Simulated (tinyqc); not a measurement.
UHF in the sto-3g basis, for BeH2, spin multiplicity 1, step by step. One step of it, computed by the program tinyqc.

Question. Iteration 1: building the Fock matrix. J_ij = sum D_kl (ij|kl) with D = D(alpha) + D(beta), K_ij = sum D_kl (ik|jl) for each spin; F = H + J - K(s); E = tr D H + tr D J / 2 - 0.5 sum_s tr D(s) K(s) + E_nn.

D(alpha) at the start, lower triangle:
```
            1Be 1s    1Be 2s   1Be 2px    1Be 2py   1Be 2pz      2H 1s     3H 1s
1Be 1s    0.994425
1Be 2s   -0.003298  0.168707
1Be 2px   0.000000  0.000000  0.000000
1Be 2py   0.000000  0.000000  0.000000   0.368049
1Be 2pz  -0.114287  0.271807  0.000000   0.000000  0.449856
2H 1s    -0.061779  0.117705  0.000000   0.203685  0.196155   0.198401
3H 1s    -0.061779  0.117705  0.000000  -0.203685  0.196155  -0.027044  0.198401
```

D(beta) at the start, lower triangle:
```
            1Be 1s     1Be 2s   1Be 2px    1Be 2py    1Be 2pz      2H 1s     3H 1s
1Be 1s    1.003959
1Be 2s   -0.029510   0.239723
1Be 2px   0.000000   0.000000  0.000000
1Be 2py   0.000000   0.000000  0.000000   0.368049
1Be 2pz   0.121786  -0.298430  0.000000   0.000000   0.378744
2H 1s    -0.070320   0.143418  0.000000   0.203685  -0.183018   0.201297
3H 1s    -0.070320   0.143418  0.000000  -0.203685  -0.183018  -0.024148  0.201297
```

core Hamiltonian H = T + V (hartree), lower triangle:
```
            1Be 1s     1Be 2s    1Be 2px    1Be 2py    1Be 2pz      2H 1s      3H 1s
1Be 1s   -8.621286
1Be 2s   -2.127977  -2.815243
1Be 2px   0.000000   0.000000  -2.274526
1Be 2py   0.000000   0.000000   0.000000  -2.492591
1Be 2pz  -0.001895  -0.016260   0.000000   0.000000  -2.275255
2H 1s    -0.501805  -1.197982   0.000000  -1.259160  -0.074521  -2.154580
3H 1s    -0.501805  -1.197982   0.000000   1.259160  -0.074521  -0.101732  -2.154580
```

Two-electron integrals (ij|kl) in chemists' order, unique and non-zero (hartree):
```
(11|11) 2.298831    (21|11) 0.392036    (21|21) 0.079539    (22|11) 0.570988
(22|21) 0.143041    (22|22) 0.417683    (31|31) 0.014607    (32|31) 0.021888
(32|32) 0.092265    (33|11) 0.569578    (33|21) 0.143083    (33|22) 0.417589
(33|33) 0.449859    (41|41) 0.014607    (42|41) 0.021888    (42|42) 0.092265
(43|43) 0.024249    (44|11) 0.569578    (44|21) 0.143083    (44|22) 0.417589
(44|33) 0.401360    (44|44) 0.449859    (51|51) 0.014607    (52|51) 0.021888
(52|52) 0.092265    (53|53) 0.024249    (54|54) 0.024249    (55|11) 0.569578
(55|21) 0.143083    (55|22) 0.417589    (55|33) 0.401360    (55|44) 0.401360
(55|55) 0.449859    (61|11) 0.090262    (61|21) 0.018301    (61|22) 0.033170
(61|33) 0.032931    (61|41) 0.001629    (61|42) 0.003059    (61|44) 0.033665
(61|51) 0.000094    (61|52) 0.000177    (61|54) 0.000042    (61|55) 0.032934
(61|61) 0.004419    (62|11) 0.208661    (62|21) 0.052982    (62|22) 0.167245
(62|33) 0.161030    (62|41) 0.006946    (62|42) 0.041679    (62|44) 0.179465
(62|51) 0.000402    (62|52) 0.002410    (62|54) 0.001066    (62|55) 0.161092
(62|61) 0.013480    (62|62) 0.097687    (63|31) 0.004996    (63|32) 0.023047
(63|43) 0.007321    (63|53) 0.000423    (63|63) 0.009284    (64|11) 0.219863
(64|21) 0.056532    (64|22) 0.187221    (64|33) 0.176128    (64|41) 0.011334
(64|42) 0.065009    (64|44) 0.209154    (64|51) 0.000366    (64|52) 0.002426
(64|54) 0.001486    (64|55) 0.176190    (64|61) 0.015072    (64|62) 0.124679
(64|64) 0.164836    (65|11) 0.012712    (65|21) 0.003268    (65|22) 0.010824
(65|33) 0.010183    (65|41) 0.000366    (65|42) 0.002426    (65|44) 0.011246
(65|51) 0.005017    (65|52) 0.023187    (65|54) 0.007382    (65|55) 0.011033
(65|61) 0.000871    (65|62) 0.007208    (65|64) 0.008993    (65|65) 0.009804
(66|11) 0.374354    (66|21) 0.096801    (66|22) 0.341521    (66|33) 0.316704
(66|41) 0.015284    (66|42) 0.116950    (66|44) 0.390639    (66|51) 0.000884
(66|52) 0.006762    (66|54) 0.004275    (66|55) 0.316951    (66|61) 0.025348
(66|62) 0.250674    (66|64) 0.340409    (66|65) 0.019681    (66|66) 0.774606
(71|11) 0.090262    (71|21) 0.018301    (71|22) 0.033170    (71|33) 0.032931
(71|41) -0.001629   (71|42) -0.003059   (71|44) 0.033665    (71|51) 0.000094
(71|52) 0.000177    (71|54) -0.000042   (71|55) 0.032934    (71|61) 0.004031
(71|62) 0.011375    (71|64) 0.011668    (71|65) 0.000740    (71|66) 0.020486
(71|71) 0.004419    (72|11) 0.208661    (72|21) 0.052982    (72|22) 0.167245
(72|33) 0.161030    (72|41) -0.006946   (72|42) -0.041679   (72|44) 0.179465
(72|51) 0.000402    (72|52) 0.002410    (72|54) -0.001066   (72|55) 0.161092
(72|61) 0.011375    (72|62) 0.051922    (72|64) 0.052737    (72|65) 0.003777
(72|66) 0.098683    (72|71) 0.013480    (72|72) 0.097687    (73|31) 0.004996
(73|32) 0.023047    (73|43) -0.007321   (73|53) 0.000423    (73|63) 0.003966
(73|73) 0.009284    (74|11) -0.219863   (74|21) -0.056532   (74|22) -0.187221
(74|33) -0.176128   (74|41) 0.011334    (74|42) 0.065009    (74|44) -0.209154
(74|51) -0.000366   (74|52) -0.002426   (74|54) 0.001486    (74|55) -0.176190
(74|61) -0.011668   (74|62) -0.052737   (74|64) -0.051353   (74|65) -0.003776
(74|66) -0.098707   (74|71) -0.015072   (74|72) -0.124679   (74|74) 0.164836
(75|11) 0.012712    (75|21) 0.003268    (75|22) 0.010824    (75|33) 0.010183
(75|41) -0.000366   (75|42) -0.002426   (75|44) 0.011246    (75|51) 0.005017
(75|52) 0.023187    (75|54) -0.007382   (75|55) 0.011033    (75|61) 0.000740
(75|62) 0.003777    (75|64) 0.003776    (75|65) 0.004234    (75|66) 0.007350
(75|71) 0.000871    (75|72) 0.007208    (75|74) -0.008993   (75|75) 0.009804
(76|11) 0.017243    (76|21) 0.004265    (76|22) 0.012040    (76|33) 0.011848
(76|44) 0.012404    (76|51) 0.000064    (76|52) 0.000309    (76|55) 0.011860
(76|61) 0.000994    (76|62) 0.004957    (76|64) 0.005637    (76|65) 0.000400
(76|66) 0.010410    (76|71) 0.000994    (76|72) 0.004957    (76|74) -0.005637
(76|75) 0.000400    (76|76) 0.000354    (77|11) 0.374354    (77|21) 0.096801
(77|22) 0.341521    (77|33) 0.316704    (77|41) -0.015284   (77|42) -0.116950
(77|44) 0.390639    (77|51) 0.000884    (77|52) 0.006762    (77|54) -0.004275
(77|55) 0.316951    (77|61) 0.020486    (77|62) 0.098683    (77|64) 0.098707
(77|65) 0.007350    (77|66) 0.188832    (77|71) 0.025348    (77|72) 0.250674
(77|74) -0.340409   (77|75) 0.019681    (77|76) 0.010410    (77|77) 0.774606
```

nuclear repulsion = 3.20553071 hartree

Give: Coulomb J; exchange K(alpha); exchange K(beta); F(alpha); F(beta); total energy of this density.

Answer.

Coulomb J (hartree), lower triangle:
```
         1Be 1s  1Be 2s  1Be 2px  1Be 2py  1Be 2pz  2H 1s  3H 1s
1Be 1s    6.519
1Be 2s    1.275   2.690
1Be 2px   0.000   0.000    2.618
1Be 2py   0.000   0.000    0.000    2.785
1Be 2pz   0.001   0.008    0.000    0.000    2.658
2H 1s     0.296   1.103    0.000    1.249    0.073  2.344
3H 1s     0.296   1.103    0.000   -1.249    0.073  0.080  2.344
```

exchange K(alpha) (hartree), lower triangle:
```
         1Be 1s  1Be 2s  1Be 2px  1Be 2py  1Be 2pz   2H 1s  3H 1s
1Be 1s    2.298
1Be 2s    0.431   0.362
1Be 2px   0.000   0.000    0.069
1Be 2py   0.000   0.000    0.000    0.474
1Be 2pz  -0.007   0.199    0.000    0.000    0.269
2H 1s     0.103   0.225    0.000    0.303    0.127   0.444
3H 1s     0.103   0.225    0.000   -0.303    0.127  -0.017  0.444
```

exchange K(beta) (hartree), lower triangle:
```
         1Be 1s  1Be 2s  1Be 2px  1Be 2py  1Be 2pz   2H 1s  3H 1s
1Be 1s    2.303
1Be 2s    0.427   0.390
1Be 2px   0.000   0.000    0.075
1Be 2py   0.000   0.000    0.000    0.483
1Be 2pz   0.008  -0.192    0.000    0.000    0.228
2H 1s     0.101   0.233    0.000    0.305   -0.100   0.441
3H 1s     0.101   0.233    0.000   -0.305   -0.100  -0.018  0.441
```

F(alpha) (hartree), lower triangle:
```
         1Be 1s  1Be 2s  1Be 2px  1Be 2py  1Be 2pz   2H 1s   3H 1s
1Be 1s   -4.400
1Be 2s   -1.284  -0.487
1Be 2px   0.000   0.000    0.274
1Be 2py   0.000   0.000    0.000   -0.181
1Be 2pz   0.006  -0.207    0.000    0.000    0.114
2H 1s    -0.309  -0.320    0.000   -0.313   -0.128  -0.255
3H 1s    -0.309  -0.320    0.000    0.313   -0.128  -0.005  -0.255
```

F(beta) (hartree), lower triangle:
```
         1Be 1s  1Be 2s  1Be 2px  1Be 2py  1Be 2pz   2H 1s   3H 1s
1Be 1s   -4.405
1Be 2s   -1.279  -0.515
1Be 2px   0.000   0.000    0.269
1Be 2py   0.000   0.000    0.000   -0.190
1Be 2pz  -0.009   0.184    0.000    0.000    0.155
2H 1s    -0.307  -0.328    0.000   -0.315    0.098  -0.252
3H 1s    -0.307  -0.328    0.000    0.315    0.098  -0.004  -0.252
```

total energy of this density = -15.26745 hartree
